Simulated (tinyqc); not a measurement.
Comparisons within one model: static screening by free carriers. A value that a table varies takes the place of the one given here.

kF = (3 pi^2 n/Mv)^(1/3), EF = c kF^2/m with c = hbar^2/2m0, n in 1/angstrom^3 (1e-24 per 1/cm^3), e2 = e^2/(4 pi eps0). Thomas-Fermi: qTF^2 = 6 pi e2 n/(eps EF). Debye: qD^2 = 4 pi e2 n/(eps kB T).

F_j(eta) = (1/Gamma(j + 1)) integral_0^infinity x^j dx/(1 + exp(x - eta)), which tends to exp(eta) for eta << 0.

At finite T: qs^2 = qD^2 F_-1/2(eta)/F_1/2(eta), where n = Mv N F_1/2(eta) and N = 2 (m kB T/(4 pi c))^(3/2) with c = hbar^2/2m0, in 1/angstrom^3; times 1e24 for 1/cm^3.

Donor in the screened potential -(e2/eps) exp(-qs r)/r with the trial function exp(-r/a): E(a) = c/(m a^2) - (e2/eps) 4/(a (2 + qs a)^2), e2 = e^2/(4 pi eps0), c = hbar^2/2m0; isotropic mass.

Constants: hbar^2/2m0 = 3.80998211 eV angstrom^2; e^2/(4 pi eps0) = 14.39964547 eV angstrom; kB = 8.617333262e-05 eV/K; a0 (Bohr radius) = 0.5291772105 angstrom.

Parameters, chosen for this exercise (near those of GaN; not measured data): m = 0.202 m0 (mass of one isotropic valley); Mv = 1 (valleys); eps = 9.62 (background dielectric constant); T = 300 K; n = 1.8e+19 1/cm^3 (carrier density).

## Screening unbinds the donor

All carriers n are taken as free and screen with qs(T); E(a) is minimised over a; a dash marks no bound state. aB = a0 eps/m.

Donor level:
```
n (1/cm^3)  n^(1/3) aB  qs aB  E (meV)   a/aB
5.0e+14          0.020  0.015   -28.81  1.000
4.0e+15          0.040  0.043   -27.22  1.001
2.0e+16          0.068  0.096   -24.38  1.006
6.0e+16          0.099  0.166   -20.96  1.018
2.0e+17          0.147  0.299   -15.31  1.053
4.0e+17          0.186  0.417   -11.18  1.101
1.0e+18          0.252  0.633    -5.39  1.240
3.0e+18          0.363  0.978    -0.17  1.885
```

aB = 25.2 angstrom

The level rises from -28.81 meV at the lowest density to -0.17 meV at 3e+18 1/cm^3, against -29.70 meV unscreened. It stays bound over this range. This trial function loses binding at qs aB = 1 and the exact Yukawa problem at 1.19; the Mott rule of thumb is n^(1/3) aB = 0.26, which the last bound row of this table passes: the rule belongs to low temperature, and thermal carriers screen more weakly.

## From Debye to Thomas-Fermi

Screening lengths (angstrom):
```
n (1/cm^3)    eta  Debye  Thomas-Fermi  finite T
7.0e+15     -5.78  443.1         57.83     443.3
5.0e+16     -3.81  165.8         41.67     166.4
2.0e+17     -2.40  82.90         33.08     84.17
9.0e+17     -0.79  39.08         25.74     41.69
3.0e+18      0.73  21.40         21.06     25.77
1.0e+19      2.95  11.72         17.23     18.14
5.0e+19      9.39  5.243         13.18     13.24
1.0e+20     14.99  3.707         11.74     11.76
```

Debye is within 5 % of the finite-T length up to 2e+17 1/cm^3 of the densities listed and Thomas-Fermi from 1e+19 on. The length goes as n^-0.50 at the low end and n^-0.17 at the high end, against the limits -1/2 and -1/6. Both limits give too short a length.

## What sets the screening length

All results formed anew. Each row changes one parameter from the base and keeps the others.

Results:
```
case                Debye (angstrom)  Thomas-Fermi (angstrom)  finite T (angstrom)
base                           8.738                    15.62                15.97
n = 3.6e+19 1/cm^3             6.179                    13.92                14.03
m = 0.2626 m0                  8.738                    13.70                14.25
eps = 11.544                   9.572                    17.12                17.49
T = 360 K                      9.572                    15.62                16.14
Mv = 2                         8.738                    12.40                13.15
```

The largest shifts from the base row, up to three for each result and ties (the steps differ in size, so this ranks the rows, not the parameters). Debye (angstrom): n -2.56, eps +0.834, T +0.834; unchanged at the printed digits by m and Mv. Thomas-Fermi (angstrom): Mv -3.22, m -1.92, n -1.70; unchanged at the printed digits by T. finite T (angstrom): Mv -2.82, n -1.94, m -1.72.

Run: tinyqc, `OMP_NUM_THREADS=1 python tinyqc.py 1650213 1650214 out.jsonl`; Intel(R) Xeon(R) Processor @ 2.30GHz, one thread, shared host; about 0.01 s of CPU time with all checks.
